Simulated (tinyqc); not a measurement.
Worked calculation: G0W0 on RHF in the sto-3g basis, for H3+, spin multiplicity 1. One step of it, computed by the program tinyqc.

Question. Integrals over molecular orbitals. (pq|rs) = sum C_ip C_jq C_kr C_ls (ij|kl), one index at a time.

coefficients C:
```
            MO1        MO2        MO3
1H 1s  0.445427  -0.487242   0.912287
2H 1s  0.445427  -0.487242  -0.912287
3H 1s  0.421882   1.020595   0.000000
```

core Hamiltonian H = T + V (hartree):
```
           1H 1s      2H 1s      3H 1s
1H 1s  -1.323222  -0.709550  -0.631657
2H 1s  -0.709550  -1.323222  -0.631657
3H 1s  -0.631657  -0.631657  -1.293709
```

Two-electron integrals (ij|kl) in chemists' order, unique and non-zero (hartree):
```
(11|11) 0.774606   (21|11) 0.235626   (21|21) 0.097668   (22|11) 0.424563
(22|21) 0.235626   (22|22) 0.774606   (31|11) 0.203841   (31|21) 0.074495
(31|22) 0.156551   (31|31) 0.075508   (32|11) 0.156551   (32|21) 0.074495
(32|22) 0.203841   (32|31) 0.066743   (32|32) 0.075508   (33|11) 0.400253
(33|21) 0.169122   (33|22) 0.400253   (33|31) 0.203841   (33|32) 0.203841
(33|33) 0.774606
```

Give: one-electron integrals over orbitals h = C^T H C; Two-electron integrals over orbitals.

Answer.

one-electron integrals over orbitals h = C^T H C (hartree):
```
        1       2       3
1  -1.512   0.011   0.000
2   0.011  -1.056   0.000
3   0.000   0.000  -1.021
```

Two-electron integrals over orbitals (pq|rs), unique and non-zero (hartree):
```
(11|11) 0.536    (21|11) -0.011   (21|21) 0.146    (22|11) 0.518
(22|21) 0.106    (22|22) 0.623    (31|31) 0.148    (32|31) -0.101
(32|32) 0.075    (33|11) 0.532    (33|21) -0.109   (33|22) 0.447
(33|33) 0.626
```
